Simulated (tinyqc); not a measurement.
Changing the exponent s: Hall factor, magnetoresistance and optical conductivity for a power-law relaxation time. Computed by tinyqc, a small Python program. Command: `OMP_NUM_THREADS=1 python tinyqc.py 3002881 3002882 out.jsonl magneto sweep`. One thread of a shared host (Intel(R) Xeon(R) Processor @ 2.30GHz), about 0.01 s of CPU time with the checks.

One spherical parabolic band, tau(E) = tau_0 x^s with x = E/(k_B T). Landau quantisation is left out.

Inputs (values chosen for the exercise, with a mass close to that of electrons in InSb):
```
quantity,value,unit
effective mass m,0.014,m_0
tau_0,140,fs
reduced Fermi level eta,10,-
temperature T,350,K
```

Constants: m_0 = 9.1093837015e-31 kg; k_B = 1.380649e-23 J/K; hbar = 1.054571817e-34 J s; e = 1.602176634e-19 C.

Method:
- <y> = int y x^(3/2) f (1 - f) dx / int x^(3/2) f (1 - f) dx, f = 1/(1 + exp(x - eta)).
- Integrals over x = E/(k_B T) use 160 Gauss-Legendre points in u = sqrt(x) from 0 to sqrt(max(eta, 0) + 45).
- n = (2 m k_B T)^(3/2)/(3 pi^2 hbar^3) int x^(3/2) f (1 - f) dx; moments in units of tau_0.
- mu = e <tau>/m; weak field r_H = <tau^2>/<tau>^2 and MR = c (mu B)^2, c = <tau^3>/<tau>^3 - r_H^2; strong field r_H = 1 and MR = <tau> <1/tau> - 1.

One run for each value:
```
exponent s,weak-field Hall factor,saturation MR (%),coefficient c
-0.50,1.0081,0.764,0.00883
-0.35,1.0039,0.373,0.00407
-0.20,1.0012,0.122,0.00127
0.25,1.0019,0.190,0.00184
0.50,1.0074,0.764,0.00726
1.00,1.0290,3.105,0.02979
1.50,1.0654,7.178,0.07306
2.00,1.1182,13.293,0.14971
```

Over the rows, weak-field Hall factor goes from 1.01 through a minimum among these rows, 1.00 at -0.200, to 1.12; saturation MR (%) goes from 0.764 through a minimum among these rows, 0.122 at -0.200, to 13.3; coefficient c goes from 0.00883 through a minimum among these rows, 0.00127 at -0.200, to 0.150. All three vanish or equal 1 at s = 0 and grow with |s| on either side, since only the spread of tau counts.

Extremes, crossings and ranges named in words are read from the listed rows.
